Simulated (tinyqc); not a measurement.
Inside a calculation: averaged masses of warped heavy- and light-hole bands. Values are carried at full precision from step to step, so a last printed digit may differ when a step is redone from the rounded ones.

Constants: Ry = 13.60569312 eV; a0 (Bohr radius) = 0.5291772105 angstrom; kB = 8.617333262e-05 eV/K; hbar^2/2m0 = 3.80998211 eV angstrom^2.

Inputs chosen for the exercise (near those of Ge; not measured data): g1 = 13.49 (Luttinger gamma1); g2 = 4.25 (gamma2); g3 = 5.67 (gamma3); eps = 16.05 (dielectric constant); mso = 0.091 m0 (split-off mass); Dso = 0.3 eV (spin-orbit splitting); T = 400 K (temperature).

## Other forms of the parameters

Dresselhaus-Kip-Kittel form E = c [A k^2 -/+ sqrt(B^2 k^4 + C^2 (kx^2 ky^2 + ky^2 kz^2 + kz^2 kx^2))] with A = g1, B = 2 g2, C^2 = 12 (g3^2 - g2^2). Spherical form: mu = (6 g3 + 4 g2)/(5 g1), delta = (g3 - g2)/g1, masses 1/(g1 (1 -/+ mu)). Effective rydberg R* = Ry/(g1 eps^2) and radius a* = a0 g1 eps.

A, B, |C|: [13.490, 8.500, 13.001]

mu, delta: [0.7564, 0.1053]

spherical masses, heavy and light (m0): [0.3043, 0.0422]

R* = 3.92 meV
a* = 114.6 angstrom

delta/mu = 0.14 measures the warping against the spherical splitting.

## Masses along six directions

Four-band hole energies E = c k^2 f(u), c = hbar^2/2m0, f = g1 -/+ 2 sqrt(g2^2 + 3 (g3^2 - g2^2) s), s = ux^2 uy^2 + uy^2 uz^2 + uz^2 ux^2 for the unit vector u; minus for heavy, plus for light holes; the mass along u is 1/f.

Give s and both masses.

Masses (m0):
```
direction        s   heavy   light
[100]      0.00000  0.2004  0.0455
[110]      0.25000  0.3585  0.0413
[111]      0.33333  0.4651  0.0403
[310]      0.09000  0.2417  0.0438
[221]      0.29630  0.4116  0.0407
[321]      0.25000  0.3585  0.0413
```

The heavy mass grows by a factor of 2.32 from [100] to [111] while the light one shrinks by 11 %; 1/m_heavy + 1/m_light = 2 g1 in every direction.

## Density-of-states masses from three directions

m_d^(3/2) is the angular mean of m(u)^(3/2). The rule mean = (10 F[100] + 16 F[110] + 9 F[111])/35 is exact for cubic harmonics up to sixth order. Total m_d = (m_h^(3/2) + m_l^(3/2))^(2/3).

m^(3/2):
```
direction    heavy    light
[100]      0.08971  0.00970
[110]      0.21469  0.00840
[111]      0.31721  0.00808
```

m_d heavy, light (m0): [0.3481, 0.0423]

total = 0.3578 m0
share of light holes = 4.1 %

## Averages on a grid

Grid: n x n midpoints in cos(theta) from 0 to 1 and phi from 0 to pi/2, equal weights. m_d = <f^(-3/2)>^(2/3). Conductivity mass for one scattering time: 1/m_c = <|w|^2 f^(-5/2)>/<f^(-3/2)> with w = grad_k(k^2 f)/(2 k), that is |w|^2 = f^2 + |angular gradient of f|^2/4.

Use n = 40.

m_d heavy, light (m0): [0.3298, 0.0421]

m_c heavy, light (m0): [0.2687, 0.0419]

The three-direction rule differs from the grid by +5.52 % for heavy holes. Warping makes m_c of the heavy holes 19 % smaller than m_d; on a sphere the two are equal.

## Effective density of states

Nv = 2 (kT/(4 pi c))^(3/2) [m_h^(3/2) + m_l^(3/2) + mso^(3/2) exp(-Dso/kT)], c = hbar^2/2m0, parabolic bands, m_h and m_l the density-of-states masses from the grid; 1 angstrom^-3 = 1e24 cm^-3.

prefactor = 3.8635e+19 cm^-3

the three terms: [0.18943, 0.00865, 0.00000]

Nv = 7.653e+18 cm^-3

shares (%): [95.6, 4.4, 0.0]

kT/Dso = 0.11, small enough for the four-band form.

## Checks

- m_d and m_c of heavy holes for g2 = g3 against 1/(g1 - 2 g3): they agree to 1e-10 or better.
- m_d of heavy holes on grids of 40 and 160: both 0.3298.

Program tinyqc; command `OMP_NUM_THREADS=1 python tinyqc.py 1081335 1081336 out.jsonl`; about 0.03 s on one thread of a shared Intel(R) Xeon(R) Processor @ 2.30GHz.
